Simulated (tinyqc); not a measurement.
Worked calculation: UKS/BP86 in the sto-3g basis, for H4+, spin multiplicity 2. One step of it, computed by the program tinyqc.

Question. Iteration 58 (converged): orbitals. Diagonalise F' = X^T F X, C = X C', fill 2 alpha and 1 beta electrons from the bottom; D(s) = C_occ C_occ^T. Each column has its largest component positive (the first on a tie).

converged F(alpha) (hartree):
```
           1H 1s      2H 1s      3H 1s      4H 1s
1H 1s  -0.541937  -0.372860  -0.022122  -0.001723
2H 1s  -0.372860  -0.539611  -0.144585  -0.022081
3H 1s  -0.022122  -0.144585  -0.539730  -0.372469
4H 1s  -0.001723  -0.022081  -0.372469  -0.542109
```

converged F(beta) (hartree):
```
           1H 1s      2H 1s      3H 1s      4H 1s
1H 1s  -0.463495  -0.350827  -0.021724  -0.001710
2H 1s  -0.350827  -0.504102  -0.142664  -0.021683
3H 1s  -0.021724  -0.142664  -0.504153  -0.350422
4H 1s  -0.001710  -0.021683  -0.350422  -0.463492
```

X:
```
               1          2          3         4
1H 1s  -0.614943   0.673106  -0.479405  0.367219
2H 1s   0.757381  -0.555948  -0.388766  0.443967
3H 1s  -0.754854  -0.558722   0.389980  0.443038
4H 1s   0.611941   0.675281   0.480464  0.366041
```

Give: F' = X^T F X; orbital energies; coefficients C; F' = X^T F X; orbital energies; coefficients C; D(alpha) after iteration 58; D(beta) after iteration 58.

Answer.

F' = X^T F X (alpha) (hartree):
```
         1        2        3        4
1  -0.2080  -0.0001   0.0015   0.0000
2  -0.0001  -0.3261   0.0000  -0.0053
3   0.0015   0.0000  -0.6307  -0.0001
4   0.0000  -0.0053  -0.0001  -0.6721
```

orbital energies (alpha) (hartree): MO1 -0.6722, MO2 -0.6308, MO3 -0.3260, MO4 -0.2080

coefficients C (alpha):
```
          MO1      MO2      MO3      MO4
1H 1s  0.3765   0.4780   0.6670  -0.6171
2H 1s  0.4346   0.3923  -0.5620   0.7565
3H 1s  0.4353  -0.3916  -0.5661  -0.7531
4H 1s  0.3773  -0.4777   0.6700   0.6131
```

F' = X^T F X (beta) (hartree):
```
         1        2        3        4
1  -0.1506   0.0000   0.0225   0.0000
2   0.0000  -0.2651   0.0001   0.0193
3   0.0225   0.0001  -0.5682   0.0000
4   0.0000   0.0193   0.0000  -0.6217
```

orbital energies (beta) (hartree): MO1 -0.6227, MO2 -0.5694, MO3 -0.2641, MO4 -0.1494

coefficients C (beta):
```
          MO1      MO2      MO3      MO4
1H 1s  0.3300  -0.4461   0.6916  -0.6400
2H 1s  0.4730  -0.4291  -0.5311   0.7355
3H 1s  0.4727   0.4297  -0.5342  -0.7327
4H 1s  0.3296   0.4465   0.6943   0.6366
```

D(alpha) after iteration 58:
```
         1H 1s    2H 1s    3H 1s    4H 1s
1H 1s   0.3702   0.3511  -0.0233  -0.0863
2H 1s   0.3511   0.3428   0.0355  -0.0234
3H 1s  -0.0233   0.0355   0.3428   0.3513
4H 1s  -0.0863  -0.0234   0.3513   0.3705
```

D(beta) after iteration 58:
```
        1H 1s   2H 1s   3H 1s   4H 1s
1H 1s  0.1089  0.1561  0.1560  0.1088
2H 1s  0.1561  0.2237  0.2236  0.1559
3H 1s  0.1560  0.2236  0.2235  0.1558
4H 1s  0.1088  0.1559  0.1558  0.1086
```
